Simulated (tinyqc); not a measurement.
## Wide-gap-emitter heterojunction bipolar transistor, Gummel numbers and transit times: Cut-off frequency against collector current

One-dimensional n-p-n transistor in the forward active mode at low injection. In the base p(x) = NB exp(-eta x/wb) and ni(x)^2 = ni^2 exp((g0 + g1 x/wb)/Vt); electrons leave the base at vsat; band spikes at the emitter junction and recombination inside the emitter are ignored.

f(x) = p(x) ni^2/ni(x)^2; I(x) = integral from x to wb of f/Dn, plus f(wb)/vsat; base Gummel number GB = I(0); electron density per unit flux n/(J/q) = I/f; base transit time tauB = integral of I/f over the base. ni = sqrt(Nc Nv) exp(-Eg/(2 Vt)), Eg in volts; JC = J0 exp(VBE/Vt), J0 = q ni^2/GB; collector layer one-sided, Wc = sqrt(2 eps0 eps_r (Vbc + VCB)/(q NC)), Vbc = Vt ln(NB exp(-eta) NC/ni^2), Cjc = eps0 eps_r/Wc, tauC = Wc/(2 vsat). Delay 1/(2 pi fT) = tauE + tauB + tauC + tauR with tauE = Vt (Cj + Cjc)/JC and tauR = Rc Cjc. Charge stored in the emitter is left out. The Kirk effect, also left out, sets in near JC = q NC vsat. n(0) = (JC/q) I(0)/f(0).

Inputs (values chosen for the exercise); band and dielectric values close to those of gallium arsenide:
- T = 400 K (temperature)
- Eg = 1.4 eV (band gap)
- eps_r = 13.2 (relative permittivity)
- Nc = 6.68e17 cm^-3 (conduction-band density of states at T)
- Nv = 1.38e19 cm^-3 (valence-band density of states at T)
- vsat = 7.98e6 cm/s (saturation velocity)
- wb = 100 nm (neutral base width)
- NB = 4.7e19 cm^-3 (base doping at the emitter edge)
- eta = 0 (doping falls as exp(-eta x/wb))
- g0 = 0 eV (gap reduction at the emitter edge of the base)
- g1 = 0.006 eV (further gap reduction across the base (linear))
- Dn = 35 cm^2/s (electron diffusion coefficient in the base)
- NC = 3.4e17 cm^-3 (collector doping)
- VCB = 0.8 V (collector-base reverse bias)
- Cj = 1 fF/um^2 (emitter junction capacitance)
- Rc = 3.6 ohm um^2 (emitter plus collector resistance)

Constants: q = 1.602176634e-19 C, kB = 1.380649e-23 J/K, Vt = kB T/q, eps0 = 8.8541878128e-14 F/cm where lengths are in cm. Results are converted to the units shown.

The same in every row: tauB (ps) = 2.499; tauC (ps) = 0.6114; tauR (ps) = 0.004312.

Results:
```
JC (mA/um^2),VBE (V),tauE (ps),fT (GHz),JC/(q NC vsat),n(0)/NB
0.014,1.258,5.411,18.67,0.003221,6.833e-5
0.031,1.286,2.444,28.63,0.007131,1.513e-4
0.067,1.312,1.131,37.49,0.01541,3.270e-4
0.31,1.365,0.2444,47.38,0.07131,0.001513
0.66,1.391,0.1148,49.28,0.1518,0.003221
1.4,1.417,0.05411,50.22,0.3221,0.006833
3,1.443,0.02525,50.68,0.6901,0.01464
6.5,1.470,0.01165,50.90,1.495,0.03172
```

Estimate the missing row, JC = 0.14 mA/um^2.

Computed row:
```
JC (mA/um^2),VBE (V),tauE (ps),fT (GHz),JC/(q NC vsat),n(0)/NB
0.14,1.338,0.5411,43.53,0.03221,6.833e-4
```

With this row back in the table: fT rises from 18.7 to 50.9 GHz as the charging time falls as 1/JC; its limit for vanishing tauE is 51.1 GHz, of which the largest delay is tauB (80.2 %). tauE equals the other delays together at JC = 0.0243 mA/um^2. For JC = 3, 6.5 JC nears or passes q NC vsat, where base push-out would lower fT.

Range of the model: Heavy doping makes emitter or base degenerate; gE and g0 are to be read as apparent gap changes that include this.

Numbers from tinyqc (`OMP_NUM_THREADS=1 python tinyqc.py 2320166 2320167 out.jsonl`; about 0.01 s on one thread of a shared Intel Xeon 2.30GHz).
